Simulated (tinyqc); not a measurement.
What each parameter does: valley splitting of a silicon quantum well in envelope theory.

The well lies at 0 < z < L; U(z) = V0 [1/(1 + exp(z/w)) + 1/(1 + exp((L - z)/w))] - e F z, 1 mV/nm = 1e-4 eV/angstrom. The envelope psi solves -(c/ml) psi'' + U psi = E psi, c = hbar^2/2m0, by three-point differences on a grid of 0.1 angstrom from -40 to L + 40 angstrom. The two valleys at +/- k0 couple through D = C0 times the integral of exp(-i q z) U(z) psi^2, q = 2 k0 (2 pi/a), and split by Ev = 2|D|.

Random alloy: with Y(z) = Yw + (Yb - Yw) B(z), B the bracket in U, and in-plane density exp(-r^2/ad^2)/(pi ad^2), D gains a random complex part of variance sigma^2 = (C0^2/pi)(a^2 V0/(8 ad (Yb - Yw)))^2 (4/a) times the integral of psi^4 Y (1 - Y). Alone it gives a mean splitting sqrt(pi) sigma; together with the smooth part the rms splitting is 2 sqrt(|D|^2 + sigma^2).

Constants: hbar^2/2m0 = 3.80998211 eV angstrom^2.

Inputs chosen for the exercise (near those of a strained Si well in SiGe; not measured data): L = 94 angstrom (well width); V0 = 0.17 eV (conduction offset); ml = 0.927 m0 (mass along z); w = 1.1 angstrom (interface width parameter); F = 3.8 mV/nm (field pressing towards the upper interface); k0 = 0.846 2 pi/a (valley position); a = 5.431 angstrom (lattice constant); C0 = 0.239 (Bloch overlap factor); Yb = 0.26 (Ge share of the barrier); Yw = 0.05 (Ge share of the well); ad = 120 angstrom (dot radius).

Orbital spacing, psi^2 at z = L, the smooth splitting and sigma; V0 is held fixed when Yw changes.

Results for these values:

| case | E2 - E1 (meV) | psi^2(L) (1e-3/angstrom) | 2\|D\| (micro-eV) | sigma (micro-eV) |
|---|---|---|---|---|
| base | 15.88 | 1.946 | 1.50 | 86.4 |

What happens to each result for L = 100 angstrom, all else kept?

Answer: E2 - E1 falls from 15.88 to 15.39; psi^2(L) falls from 1.946 to 1.936; 2|D| does not change at the printed digits; sigma falls from 86.4 to 86.2.

The same for each parameter in turn:

| case | E2 - E1 (meV) | psi^2(L) (1e-3/angstrom) | 2\|D\| (micro-eV) | sigma (micro-eV) |
|---|---|---|---|---|
| base | 15.88 | 1.946 | 1.50 | 86.4 |
| ad = 160 angstrom | 15.88 | 1.946 | 1.50 | 64.8 |
| Yw = 0.08 | 15.88 | 1.946 | 1.50 | 125.5 |
| L = 100 angstrom | 15.39 | 1.936 | 1.50 | 86.2 |
| V0 = 0.213 eV | 16.03 | 1.496 | 1.50 | 108.4 |
| w = 1.43 angstrom | 15.95 | 1.797 | 0.26 | 86.5 |
| F = 5.7 mV/nm | 19.58 | 2.923 | 2.27 | 92.1 |
| k0 = 0.826 2 pi/a | 15.88 | 1.946 | 1.76 | 86.4 |
| C0 = 0.287 | 15.88 | 1.946 | 1.80 | 103.8 |

Computed by tinyqc, a small Python program: `OMP_NUM_THREADS=1 python tinyqc.py 1281435 1281436 out.jsonl` (the numbers bound the seed that draws the inputs); one thread of a shared host (Intel(R) Xeon(R) Processor @ 2.30GHz), about 0.1 s for the whole set of steps.
